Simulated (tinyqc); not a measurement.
Hall effect and magnetoresistance of several carrier groups with constant relaxation times: one step, computed by the program tinyqc.

Group 1 has charge +e and group 2 charge +e; s_i is that sign. B lies along z; mu B is formed with mu in m^2/(V s).

Task: Conductivity of each group. sigma_xx = sum n_i e mu_i/(1 + mu_i^2 B^2); sigma_xy = sum s_i n_i e mu_i^2 B/(1 + mu_i^2 B^2).

Inputs (values chosen for the exercise, for a model conductor):
```
quantity,value,unit
density n1,3.6e+16,1/cm^3
mobility mu1,2900,cm^2/(V s)
density n2,3.2e+17,1/cm^3
mobility mu2,180,cm^2/(V s)
magnetic field B,1.2,T
```

Carriers: light and heavy holes. Densities: per volume.

Constants: e = 1.602176634e-19 C.

Give: Parts (S/cm); sigma_xx; sigma_xy; sigma at B = 0.

Result:

Parts (S/cm):
```
group,mu B,sigma_xx,sigma_xy
group 1,0.348,14.920,5.1921
group 2,0.0216,9.2242,0.19924
```

sigma_xx = 24.144 S/cm

sigma_xy = 5.3914 S/cm

sigma at B = 0 = 25.955 S/cm
